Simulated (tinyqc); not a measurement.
Inside a calculation. Model: trap-assisted generation and recombination current of an abrupt junction. Computed by tinyqc, a small Python program that keeps every step. Command: `OMP_NUM_THREADS=1 python tinyqc.py 3031297 3031298 out.jsonl junctionleak walk`. One thread of a shared host (Intel(R) Xeon(R) Processor @ 2.30GHz), about 0.01 s of CPU time with the checks. Intermediate numbers are printed to about 6 digits and carried at full precision; extremes and crossings named in words are read from the listed rows.

Depletion approximation, flat quasi-Fermi levels across the depleted layer, long neutral regions with minority lifetimes tau_n and tau_p, full ionisation and Boltzmann statistics. Voltages in exponents stand for e V.

Inputs (values chosen for the exercise, with bands and screening modelled on InP):
```
quantity                              value    unit
gap E_g                                1.37      eV
electron mass m_e                     0.077     m_0
valleys M_c                               1       -
hole mass m_h                         0.616     m_0
dielectric constant eps                12.6       -
acceptor density N_A                2.4e+16   cm^-3
donor density N_D                   7.6e+17   cm^-3
capture time tau_n                  5.2e-06       s
capture time tau_p                  2.9e-09       s
trap level E_t - E_i                   0.21      eV
electron diffusion coefficient D_n       62  cm^2/s
hole diffusion coefficient D_p          1.9  cm^2/s
forward bias V                         0.39       V
reverse bias V_r                        4.6       V
temperature T                           400       K
tunnelling mass m_t                    0.28     m_0
```

Field enhancement: Hurkx tunnelling factor.

Constants: k_B = 8.617333262e-05 eV/K; m_0 = 9.1093837015e-31 kg; k_B = 1.380649e-23 J/K; h = 6.62607015e-34 J s; e = 1.602176634e-19 C; eps_0 = 8.8541878128e-12 F/m; hbar = 1.054571817e-34 J s.

## Built-in voltage and diffusion current

N_c = 2 M_c (2 pi m_e k_B T/h^2)^(3/2) and N_v = 2 (2 pi m_h k_B T/h^2)^(3/2), masses in units of m_0. n_i = sqrt(N_c N_v) exp(-E_g/2 k_B T); V_bi = (k_B T/e) ln(N_A N_D/n_i^2); diffusion saturation current J_d0 = e n_i^2 [sqrt(D_n/tau_n)/N_A + sqrt(D_p/tau_p)/N_D].

k_B T = 0.0344693 eV

n_i = 9.19207e+09 cm^-3

V_bi = 1.13768 V

J_d0 = 2.40363e-12 A/cm^2

Caution: one side is doped near or above its effective density of states, so Boltzmann statistics understate V_bi.

## Depleted layer under reverse bias

W = sqrt(2 eps eps_0 (V_bi - V)(1/N_A + 1/N_D)/e), x_p = W N_D/(N_A + N_D), x_n = W - x_p, peak field F_m = 2 (V_bi - V)/W; reverse bias means V = -V_r.

W = 586.048 nm

x_p = 568.108 nm

x_n = 17.9403 nm

peak field F_m = 195809 V/cm

## Field enhancement at the peak field

Both capture times are divided by 1 + Gamma, Gamma = 2 sqrt(3 pi) (F/F_G) exp((F/F_G)^2), F_G = sqrt(24 m_t (k_B T)^3)/(e hbar) (the low-field Hurkx form), F being the local field, linear in x from 0 at the edges to F_m.

F_G = 600977 V/cm

Gamma at F_m = 2.22456

## Generation across the layer

Potential from the p edge: phi = (V_bi - V) x^2/(x_p W) on the p side and (V_bi - V)[1 - (W - x)^2/(x_n W)] on the n side; p = N_A exp(-phi/k_B T), n = n_i^2 exp(V/k_B T)/p; U = (n p - n_i^2)/[tau_p (n + n_i exp(dE/k_B T)) + tau_n (p + n_i exp(-dE/k_B T))], dE = E_t - E_i, n1 = n_i exp(dE/k_B T), p1 = n_i exp(-dE/k_B T); J_t = e int U dx by the trapezoid rule on 400 intervals on each side.

Profile under reverse bias:
```
x (nm)   F (V/cm)    n (cm^-3)    p (cm^-3)  generation -U (cm^-3 s^-1)
28.405       9790  5.81250e-55  1.60330e+16                 1.11487e+09
85.216      29371  1.46533e-53  6.35978e+14                 3.32345e+10
170.432     58743  7.87488e-49  1.18341e+10                 1.84764e+15
284.054     97905  1.28477e-37  7.25357e-02                 1.43900e+16
397.676    137067  8.46640e-21  1.10073e-18                 1.75699e+16
511.297    176228  2.25353e+02  4.13538e-41                 2.10270e+16
568.108    195809  4.65376e+15  2.00251e-54                 2.01703e+13
573.445    137556  6.14723e+16  1.51600e-55                 1.17581e+12
580.621     59232  4.76771e+17  1.95465e-56                 9.84529e+10
585.106     10280  7.49401e+17  1.24355e-56                 4.29633e+10
```

## Reverse current

Generation lifetime tau_g = tau_p exp(dE/k_B T) + tau_n exp(-dE/k_B T); textbook estimate e n_i W/tau_g; generation current J_g = -J_t; total = J_g + J_d0 (1 - exp(-V_r/k_B T)).

generation current = 1.01319e-07 A/cm^2

tau_g = 1.29491e-06 s

estimate e n_i W/tau_g = 6.66525e-08 A/cm^2

total reverse current = 1.01321e-07 A/cm^2

The integral is 1.52 times the estimate, through the field enhancement. Generation carries 100.0 % of the reverse current.

## Forward current and ideality

Total J = J_t + J_d0 (exp(V/k_B T) - 1); ideality n = (e/k_B T) dV/d ln J, central difference of 1 mV.

recombination current in the layer = 5.23767e-06 A/cm^2

total forward current = 5.43475e-06 A/cm^2

ideality factor = 1.86633

## Which current rules in forward bias

J_d = J_d0 (exp(V/k_B T) - 1). Ideality n = (e/k_B T) dV/d ln J, central difference of 1 mV. The rows stop just below the bias where n = 0.1 p or tau_p n = 0.1 tau_n p at the p edge, or the like at the n edge.

Forward characteristic:
```
V (V)  J_t (A/cm^2)  J_d (A/cm^2)  ideality of J_t  ideality of the sum
0.18    1.89857e-07   4.43014e-10          1.65081              1.64828
0.29    1.14385e-06   1.08295e-08          1.87093              1.85576
0.39    5.23767e-06   1.97081e-07          1.92922              1.86633
0.50    2.72283e-05   4.79280e-06          1.93812              1.69948
0.60    1.21873e-04   8.72036e-05          1.93239              1.39132
0.71    6.37726e-04   2.12067e-03          1.92537              1.12501
0.81    2.86659e-03   3.85849e-02          1.94429              1.03476
0.91    1.21439e-02   7.02041e-01          2.14352              1.00915
```

Diffusion overtakes recombination between 0.6 and 0.71 V, and the ideality of the sum goes from 1.65 to 1.01, with a maximum of 1.87 at 0.39 V. The ideality of J_t alone lies between 1.65 and 2.14.

## Leakage against temperature

The gap, capture times and diffusion coefficients are held fixed. J_g = -J_t at V = -V_r. The last column is -k_B d ln(J_g + J_d0)/d(1/T) from this row and the one above.

Reverse current:
```
T (K)  generation (A/cm^2)  diffusion (A/cm^2)  activation energy (eV)
320            1.42895e-10         5.95425e-17                       -
360            5.44378e-09         2.11680e-14                0.903402
400            1.01319e-07         2.40363e-12                0.907038
450            1.88429e-06         2.83296e-10                0.906835
500            1.90005e-05         1.32998e-08                0.896339
560            1.62961e-04         5.63682e-07                0.865329
640            1.28207e-03         2.92545e-05                0.803704
```

The activation energy goes from 0.903 to 0.804 eV. Generation alone gives about E_g/2 + dE if tau_p exp(dE/k_B T) exceeds tau_n exp(-dE/k_B T), else E_g/2 - dE, here 0.895 eV, plus 1.5 k_B T, less where tunnelling helps, and diffusion E_g = 1.37 eV plus 3 k_B T; generation rules in every row.

Checks made by the program: the integral with twice the points (relative difference 2e-07); the forward integral with twice the points (relative difference 1e-07).
